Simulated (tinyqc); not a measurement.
Comparisons within one model: conductance of a narrow metal strip with scatterers (square lattice, Green functions). A value that a table varies takes the place of the one given here.

A strip of W sites across with hard walls, site energy 0 and hopping -t. Mode n = 1 to W has profile chi_n(j) = sqrt(2/(W + 1)) sin(n j pi/(W + 1)) and energy en = -2t cos(n pi/(W + 1)); E = en - 2t cos(kn a). With z_n = exp(i kn a) (Im k > 0 for closed modes, |z| < 1) each lead gives the self-energy -t z_n in mode n. One column carries the site energies v, here one foreign atom. In the mode basis V_nm = sum_j chi_n(j) v_j chi_m(j), G = (E - en + 2 t z_n - V)^-1, and t_nm = 2t sqrt(sin(kn a) sin(km a)) G_nm in size for open modes. T = sum |t_nm|^2, conductance (2e^2/h) T.

Constants: e^2/h = 3.874045865e-05 S.

Values chosen for the exercise (hopping and spacing of the size met in Cu or Al; the lattice is a model; shifted at random, so the results belong to these values and not to a real crystal):
- t = 1.16 eV (hopping)
- W = 4 (sites across)
- v = (-3.8, 0, 0, 0) eV (site energies in the scattering column)
- a = 2.63 angstrom (spacing)
- E = -2.59 eV (Fermi energy)

## Conductance steps with and without the scatterer

E is varied across the lower half of the band.

Against energy:
```
E/t    E (eV)  open modes       T  reflected
-3.30  -3.828           1  0.0712     0.9288
-2.95  -3.422           1  0.7306     0.2694
-2.65  -3.074           1  0.9917     0.0083
-2.30  -2.668           2  1.0504     0.9496
-1.95  -2.262           2  1.0116     0.9884
-1.65  -1.914           2  1.0869     0.9131
-1.30  -1.508           3  2.0664     0.9336
-0.95  -1.102           3  2.1381     0.8619
-0.65  -0.754           3  2.1128     0.8872
-0.30  -0.348           4  3.1514     0.8486
0.05    0.058           4  3.1966     0.8034
```

The clean strip goes from 1 to 4 open modes. The reflected flux ranges from 0.008 (E/t = -2.65) to 0.988 (E/t = -1.95). A scatterer on one site acts on one combination of modes only, so it can reflect at most one unit.

## The same scatterer in wider strips

Width (W + 1) a; the strength is the entry of v largest in size. The foreign atom sits at site W/2 + 1, rounded down. Added resistance (1/T - 1/M)/(2 e^2/h), M the number of open modes.

Against width:
```
W   width (angstrom)  M       T     T/M  added resistance (ohm)
3               10.5  1  0.2101  0.2101                 48523.9
4               13.2  2  1.1465  0.5733                  4803.8
5               15.8  2  1.3558  0.6779                  3066.3
6               18.4  3  2.0845  0.6948                  1889.5
8               23.7  4  3.0897  0.7724                   950.6
10              28.9  5  4.0563  0.8113                   600.5
14              39.5  6  5.2142  0.8690                   324.2
20              55.2  9  8.0136  0.8904                   176.5
```

The added resistance is 48524 ohm at W = 3 and 176.5 at W = 20; from W = 10 to 20 it changes by a factor 0.29, where 1/M gives 0.56 and 1/M^2 gives 0.31. A point scatterer removes at most one unit of M (here 0.64 to 0.99), so its resistance is at most 1/(M (M - 1)) in units of h/2e^2, without bound for M = 1, with jumps where modes open or where the site sits near a node of the open modes; the largest value is at W = 3 (48524 ohm).

## What each change does

Open modes M, T and the added resistance (1/T - 1/M)/(2 e^2/h). Each row changes one parameter from the base and keeps the others.

Results:
```
case                     M       T  added resistance (ohm)
base                     2  1.0480                    5862
t = 1.206 eV             2  1.0545                    5786
E = -2.5 eV              2  1.0415                    5939
v = (-4.94, 0, 0, 0) eV  2  1.0015                    6434
```

The largest shifts from the base row, up to three for each result and ties (the steps differ in size, so this ranks the rows, not the parameters). M: unchanged at the printed digits by t, E and v. T: v -0.0465, E -0.0066, t +0.0065. added resistance (ohm): v +572, E +77, t -76.

Run: tinyqc, `OMP_NUM_THREADS=1 python tinyqc.py 1451770 1451771 out.jsonl`; Intel(R) Xeon(R) Processor @ 2.30GHz, one thread, shared host; about 0.01 s of CPU time with all checks.
